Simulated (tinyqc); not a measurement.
Convergence with the mesh: Wannier function of the lower band of a two-orbital chain.

H(k) = [[-d/2 - 2 ta cos k, -t1 - t2 exp(-ik)], [-t1 - t2 exp(ik), d/2 - 2 tb cos k]], k in 1/a, Bloch sums with exp(ikR) and without the positions inside the cell. Mesh k_j = 2 pi j/N. Projection gauge: each lower eigenvector u is multiplied by the phase that makes <trial|u> real and positive (the one-band case of Loewdin orthogonalisation). Wannier amplitudes w(R) = (1/N) sum_k exp(ikR) u(k); hoppings H(R) = (1/N) sum_k exp(-ikR) E(k).

Values chosen for the exercise: d = -0.39 eV (A at -d/2, B at +d/2); t1 = 1.04 eV (A-B in the cell); t2 = 0.65 eV (B to A of the next cell); ta = -0.03 eV (A-A between cells); tb = -0.3 eV (B-B between cells); xb = 0.33 a (position of B (A at 0)); th = 45 degrees (trial orbital cos(th) A + sin(th) B in cell 0).

Centre and Omega_I from overlaps M_j = u_j^+ diag(1, exp(-i b xb)) u_(j+1), b = 2 pi/N: centre -(1/2 pi) sum arg M, Omega_I = (1/(N b^2)) sum (1 - |M|^2). Largest error of the Fourier interpolation on 41 points from 0 to pi.

Mesh:

| N | centre (a) | Omega_I (a^2) | H(1) (eV) | largest error (meV) |
|---|---|---|---|---|
| 3 | 0.24512 | 0.05411 | -0.07623 | 119.864 |
| 4 | 0.26155 | 0.06079 | -0.10619 | 23.076 |
| 6 | 0.26838 | 0.07182 | -0.10075 | 5.848 |
| 8 | 0.27116 | 0.07696 | -0.10028 | 2.060 |
| 12 | 0.27323 | 0.08106 | -0.10022 | 0.258 |
| 16 | 0.27396 | 0.08258 | -0.10021 | 0.033 |
| 24 | 0.27449 | 0.08371 | -0.10021 | 0.001 |

The interpolation error falls exponentially, from 23.1 meV at N = 4 to 0.258 at N = 12, because the hoppings decay exponentially for an isolated band (smallest gap 1.21 eV). Omega_I carries a finite-difference error and converges as a power: against the value 0.08464 on 400 points it is off by -0.00358 at N = 12 and -0.00093 at N = 24, an exponent of 1.94, near the limit 2.

(tinyqc, `OMP_NUM_THREADS=1 python tinyqc.py 1481599 1481600 out.jsonl`, Intel(R) Xeon(R) Processor @ 2.30GHz, 1 thread, shared host, about 0.3 s.)
